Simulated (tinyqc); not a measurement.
What the shift does to the intrinsic density: temperature and isotope dependence of a band gap in oscillator models.

E(T) = E0 - sum_i sl_i th_i n_i(T), n = 1/(exp(th/T) - 1). The same coupling lowers the gap at 0 K by the zero-point term ZP = sum_i sl_i th_i/2, so the gap of the static lattice is E0 + ZP. Thermal expansion is taken as part of the slopes.

Constants: kB = 8.617333262e-05 eV/K; hbar^2/2m0 = 3.80998211 eV angstrom^2.

Inputs chosen for the exercise (near those of InP; the results hold for these values, not for the real material): E0 = 1.435 eV (gap at 0 K); th = (95, 322) K (temperatures of two oscillators); sl = (0.12, 0.28) meV/K (their high-temperature slopes); mm = 0.21 m0 (geometric mean of the density-of-states masses).

ni = 2 (mm kT/(4 pi c))^(3/2) exp(-E/2kT), c = hbar^2/2m0, with E(T) and with E0; 1 angstrom^-3 = 1e24 cm^-3. Apparent gap from an Arrhenius plot of ni/T^(3/2): E(T) - T dE/dT, dE/dT = -sum sl_i (th_i/T)^2 n_i (1 + n_i).

Results:
```
T (K)  E(T) (eV)  ni (cm^-3)  ni with E(T) / ni with E0  apparent gap (eV)
200       1.3937        3.62                      3.312             1.4626
250       1.3760    2.48e+04                      3.933             1.4667
300       1.3576    9.55e+06                      4.471             1.4696
350       1.3387    7.00e+08                      4.935             1.4718
400       1.3196    1.81e+10                      5.335             1.4735
500       1.2808    1.82e+12                      5.986             1.4759
700       1.2022    4.05e+14                      6.887             1.4787
```

Using E0 in place of E(T) understates ni by a factor that rises from 3.31 to 6.89, towards exp(sum sl/2kB) = 10.2. The slope of an Arrhenius plot returns neither E(T) nor E0 but the intercept of the tangent, 1.4696 eV at 300 K, which lies 35 meV above E0 and tends to the static gap 1.4858 eV.

Program tinyqc; command `OMP_NUM_THREADS=1 python tinyqc.py 1851138 1851139 out.jsonl`; about 0.01 s on one thread of a shared Intel(R) Xeon(R) Processor @ 2.30GHz.
